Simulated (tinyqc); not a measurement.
Ion-assisted plasma etching: sheath, surface coverage, synergy and aspect-ratio dependence: one step, computed by the program tinyqc.

Radicals adsorb on bare sites; ions remove covered sites with a high yield and bare sites by sputtering; a slow spontaneous reaction acts everywhere, walls included.

Task: Fluxes. Bohm speed u_B = sqrt(e T_e/M_i); ion flux G_i = 0.61 n_e u_B; radical flux G_n = n c/4 with c = sqrt(8 k_B T_g/(pi M_n)).

Inputs (values chosen for the exercise, close to those used for silicon dioxide in a fluorocarbon plasma): plasma density n_e = 3.1e+11 1/cm^3; electron temperature T_e = 2.9 eV; ion mass M_i = 40 u; radical density n = 7.3e+13 1/cm^3; radical mass M_n = 19 u; gas temperature T_g = 400 K.

Feature: round hole.

Constants: e = 1.602176634e-19 C; u = 1.6605390666e-27 kg; k_B = 1.380649e-23 J/K.

Give: Bohm speed; ion flux G_i; radical speed c; radical flux G_n; flux ratio G_n/G_i.

Result:

Bohm speed = 2.645e+05 cm/s

ion flux G_i = 5.001e+16 1/(cm^2 s)

radical speed c = 66764 cm/s

radical flux G_n = 1.218e+18 1/(cm^2 s)

flux ratio G_n/G_i = 24.36
